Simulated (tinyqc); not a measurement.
Chemically amplified photoresist: aerial image, acid generation, bake, development and line width: one step, computed by the program tinyqc.

Lines and spaces of pitch p with a two-beam-like image; x = 0 is the middle of the bright space. The resist is positive and treated as uniform in depth.

Task: Photon statistics at the edge. Dose E(x) = E [1 + c cos(2 pi x/p)]; acid h = 1 - exp(-C E(x)). Bake: the acid image is blurred by a Gaussian of variance sigma^2 = 2 D t (each Fourier term k of h, taken on 64 points, is multiplied by exp(-4 pi^2 k^2 D t/p^2)). The edge lies at x = width/2. Absorbed photons per volume N = E(edge) alpha/(photon energy), 1 mJ/cm^2 = 62.41509 eV/nm^2, alpha in 1/nm; a Gaussian blur averages over a volume V = (2 sqrt(pi) sigma)^3; relative noise 1/sqrt(N V); edge noise sigma_x = (dh/d ln E) noise/|dh/dx|, with both derivatives of the blurred acid at the edge.

Inputs (values chosen for the exercise, for a model resist at 13.5 nm):
```
quantity                      value     unit
pitch p                          32       nm
image contrast c               0.61        -
mean dose E                    10.2  mJ/cm^2
Dill parameter C              0.017  cm^2/mJ
acid diffusivity D            0.063   nm^2/s
bake time t                      60        s
photon energy                 91.84       eV
absorption coefficient alpha    6.9     1/um
```

space width = 15.08233 nm

diffusion length sigma = sqrt(2 D t) = 2.749545 nm

Give: absorbed photons N; photons in the blur volume; edge noise from photons.

Result:

absorbed photons N = 0.05046 1/nm^3

photons in the blur volume = 46.72

edge noise from photons = 1.463 nm

Caution: lateral development, standing waves and the joint diffusion of acid and quencher are left out, so widths are indicative. Caution: the noise counts photons alone (acid and quencher statistics add to it) and takes the film as thicker than the blur; a thinner film averages in two dimensions only.
